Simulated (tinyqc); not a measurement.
Rigid-ion and shell models of the dielectric response of an ionic crystal: one step, computed by the program tinyqc.

Charges +Z and -Z; 6 nearest neighbours, Madelung constant M = 1.747565, volume per ion pair Omega = 2.000000 d^3. Energy per pair U = -M Z^2 e2/d + 6 A exp(-d/rho), e2 = e^2/(4 pi eps_0). In the shell model the anion is a core of charge Y - Z and a massless shell of charge -Y, joined by the spring k; the repulsion acts on the shell. Each ion feels the Lorentz field E + (4 pi/3) P (Gaussian units).

Question. Equilibrium, bulk modulus and repulsive spring. Zero pressure fixes 6 A exp(-d/rho) = M Z^2 e2 rho/d^2. Then U = -(M Z^2 e2/d)(1 - rho/d), B = M Z^2 e2 (d/rho - 2)/(9 Omega d), and the spring of one sublattice against the other is R = (1/3) x (Laplacian of the repulsion summed over neighbours) = M Z^2 e2 (d/rho - 2)/(3 d^3), so R = 3 B Omega/d^2.

Inputs (values chosen for the exercise, for a model crystal): nearest-neighbour distance d = 2.42 angstrom; ionic charge Z = 1.45 e; hardness d/rho = 8.98.

Structure: rock salt.

Constants: e^2/(4 pi eps_0) = 14.39964548 eV angstrom; 1 eV/angstrom^3 = 160.2176634 GPa.

Give: volume Omega; lattice energy U; bulk modulus B; repulsive spring R.

Answer.

volume Omega = 28.34 angstrom^3

lattice energy U = -19.43 eV/pair

bulk modulus B = 95.84 GPa

repulsive spring R = 8.686 eV/angstrom^2
